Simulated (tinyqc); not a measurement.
# Bending a trimer

Model: Stillinger-Weber potential for a tetrahedral semiconductor. Computed by tinyqc, a small Python program. Command: `OMP_NUM_THREADS=1 python tinyqc.py 3029567 3029568 out.jsonl swsi sweep`. One thread of a shared host (Intel(R) Xeon(R) Processor @ 2.30GHz), about 0.05 s of CPU time with the checks.

With x = r/sigma: pair term eps A (B x^-4 - 1) exp(1/(x - a)); for each pair of neighbours j, k of atom i, three-body term eps lambda exp(gamma/(x_ij - a) + gamma/(x_ik - a)) (cos theta_jik + 1/3)^2; both vanish beyond x = a. A = 7.049556277, B = 0.6022245584, a = 1.8.

Inputs (values chosen for the exercise, modelled on germanium): energy scale eps = 1.88 eV; length scale sigma = 2.191 angstrom; three-body strength lambda = 29.5; gamma = 1.1; bond 1 of the trimer = 2.26 angstrom; bond 2 of the trimer = 2.22 angstrom.

Method. Atom 1 binds atoms 2 and 3 at the angle theta; the third side follows from the cosine rule. Sum the three pair terms and the three-body terms centred on each atom.

One run for each value; columns: (1) angle of the trimer theta (degrees); (2) energy of the trimer (eV); (3) three-body term at atom 1 (eV); (4) distance 2-3 (angstrom):
```
(1)      (2)         (3)     (4)
60    1.8941  2.2740e+00  2.2403
70    0.2129  1.4935e+00  2.5698
80   -1.1243  8.4166e-01  2.8799
90   -2.2908  3.6384e-01  3.1680
100  -3.0699  8.3499e-02  3.4320
110  -3.2805  2.4710e-04  3.6699
120  -3.1911  9.0960e-02  3.8798
140  -2.6689  6.1313e-01  4.2098
160  -2.0781  1.2040e+00  4.4119
180  -1.8267  1.4554e+00  4.4800
```

Over the rows, energy of the trimer (eV) goes from 1.89 through a minimum among these rows, -3.28 at 110, to -1.83; three-body term at atom 1 (eV) goes from 2.27 through a minimum among these rows, 2.47e-4 at 110, to 1.46. The term at atom 1 vanishes at the tetrahedral angle, 109.47 degrees. At the smallest angles a third bond forms between atoms 2 and 3.

Extremes, crossings and ranges named in words are read from the listed rows.
